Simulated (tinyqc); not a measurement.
Film and buried-oxide thickness from two coupling ratios.

Inverse problem. In a depleted film -dVT/dVb is k1 = Cs Cbox/(Cox (Cs + Cbox)) for a front channel and k2 = Cbox (Cox + Cs)/(Cox Cs) for a back channel, with Cox = eps0 eox/tox, Cs = eps0 eps_r/ts, Cbox = 3.9 eps0/tb. Find ts and tb.

Inputs (values chosen for the exercise); band and dielectric values close to those of silicon: relative permittivity eps_r = 11.6; relative permittivity of the gate insulator (close to silicon dioxide) eox = 3.9; insulator thickness tox = 2.1 nm.

coupling ratios for a front and a back channel: 0.047633946  0.35841785

Solution. With y = Cox/Cs and z = Cox/Cbox, 1/k1 = y + z and k2 = (1 + y)/z, so y = (k2/k1 - 1)/(1 + k2); the thicknesses follow from y and z.

ts = 30.00 nm
tb = 34.00 nm

Numbers from tinyqc (`OMP_NUM_THREADS=1 python tinyqc.py 2190146 2190147 out.jsonl`; about 0.5 s on one thread of a shared Intel Xeon 2.30GHz).
